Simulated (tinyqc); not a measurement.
Charge neutrality of a doped semiconductor with incomplete ionisation: one step, computed by the program tinyqc.

Energies are counted from the top of the valence band; E_D is measured down from the conduction band and E_A up from the valence band.

Question. Gap and effective densities of states. E_g = E_g0 - alpha T^2/(T + beta). N_c = 2 M_c (2 pi m_e k_B T/h^2)^(3/2) and N_v = 2 (2 pi m_h k_B T/h^2)^(3/2), masses in units of m_0. n_i = sqrt(N_c N_v) exp(-E_g/(2 k_B T)); E_i = E_g/2 + (k_B T/2) ln(N_v/N_c).

Inputs (values chosen for the exercise, modelled on GaAs):
```
quantity              value  unit
gap at 0 K E_g0        1.49    eV
Varshni alpha      0.000547  eV/K
Varshni beta            207     K
electron mass m_e    0.0684   m_0
valleys M_c               1     -
hole mass m_h          0.51   m_0
temperature T           350     K
```

Doping: n-type, compensated. Statistics of the bands: Fermi-Dirac.

Constants: m_0 = 9.1093837015e-31 kg; k_B = 1.380649e-23 J/K; h = 6.62607015e-34 J s; k_B = 8.617333262e-05 eV/K.

Give: gap E_g; N_c; N_v; k_B T; intrinsic density n_i; intrinsic level E_i.

Answer.

gap E_g = 1.3697 eV

N_c = 5.6569e+17 cm^-3

N_v = 1.1517e+19 cm^-3

k_B T = 0.030161 eV

intrinsic density n_i = 3.5121e+08 cm^-3

intrinsic level E_i = 0.73030 eV
